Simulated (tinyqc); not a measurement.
Inside a calculation. Method: coherent transport through a tight-binding region between two chains. Computed by tinyqc, a small Python program that keeps every step. Settings: temperature = 4, mu = 0.45. Command: `OMP_NUM_THREADS=1 python tinyqc.py 28606 28607 out.jsonl` (the two numbers bound the seeds that draw the settings). One thread of a shared host (Intel(R) Xeon(R) Processor @ 2.60GHz), about 0.08 s of CPU time with the checks.

## Transmission at E = -0.01 eV

H of the central region (eV):
$$\begin{pmatrix}
0.000000 & -2.230000 & 0.000000 & 0.000000 & -2.230000 \\
-2.230000 & 0.000000 & -2.230000 & 0.000000 & 0.000000 \\
0.000000 & -2.230000 & 0.000000 & -2.230000 & 0.000000 \\
0.000000 & 0.000000 & -2.230000 & 0.000000 & -2.230000 \\
-2.230000 & 0.000000 & 0.000000 & -2.230000 & 0.000000
\end{pmatrix}$$

Leads: semi-infinite chains with site energy 0:
```
parameter                           value
lead hopping t (eV)              2.570000
coupling to the left lead (eV)   0.850000
coupling to the right lead (eV)  1.090000
left contact site                       1
right contact site                      5
```

E = -0.010000 eV

Surface Green function g = (E - i sqrt(4 t^2 - E^2)) / (2 t^2); self-energy tc^2 g on each contact site; G = (E - H - Sigma)^(-1); Gamma = -2 Im Sigma; T = Gamma_L Gamma_R |G_LR|^2; local density of states -Im G_ii / pi.

g = -0.000757-0.389104i 1/eV

G (1/eV):
$$\begin{pmatrix}
0.220505-0.036741i & 0.226262+0.008865i & -0.219490+0.036780i & -0.227246-0.008700i & 0.218471-0.036819i \\
0.226262+0.008865i & 0.226270-0.037690i & 0.223183-0.009034i & -0.225269+0.037649i & -0.224193+0.009203i \\
-0.219490+0.036780i & 0.223183-0.009034i & 0.220491-0.036821i & 0.226236+0.008869i & -0.219477+0.036861i \\
-0.227246-0.008700i & -0.225269+0.037649i & 0.226236+0.008869i & 0.226284-0.037609i & 0.223209-0.009038i \\
0.218471-0.036819i & -0.224193+0.009203i & -0.219477+0.036861i & 0.223209-0.009038i & 0.220478-0.036901i
\end{pmatrix}$$

local density of states (1/eV): [0.011695, 0.011997, 0.011720, 0.011971, 0.011746]

transmission = 0.025517

## Transmission across the band

The same steps on a grid of energies.

T(E):
```
E (eV)              T
-4.88300000  0.032548
-4.39470000  0.152091
-3.90640000  0.023603
-3.41810000  0.009682
-2.92980000  0.004138
-2.44150000  0.000662
-1.95320000  0.003440
-1.46490000  0.098685
-0.97660000  0.057837
-0.48830000  0.032978
0.00000000   0.025428
0.48830000   0.022837
0.97660000   0.022654
1.46490000   0.024471
1.95320000   0.029024
2.44150000   0.039114
2.92980000   0.065425
3.41810000   0.165316
3.90640000   0.648128
4.39470000   0.042765
4.88300000   0.004246
```

levels of the isolated region (eV): [-4.460000, -1.378216, -1.378216, 3.608216, 3.608216]

## Current

I = (2e/h) int T(E) [f(E - mu - V/2) - f(E - mu + V/2)] dE at 4 K with mu = 0.45 eV, the bias not changing H; 2e^2/h = 77.48092 microsiemens; the integral runs over the band on 4001 points.

Current:
```
V (volt)  I (microampere)
0.010000         0.017667
0.050000         0.088424
0.100000         0.177890
0.200000         0.355579
0.400000         0.712701
0.800000         1.438143
```
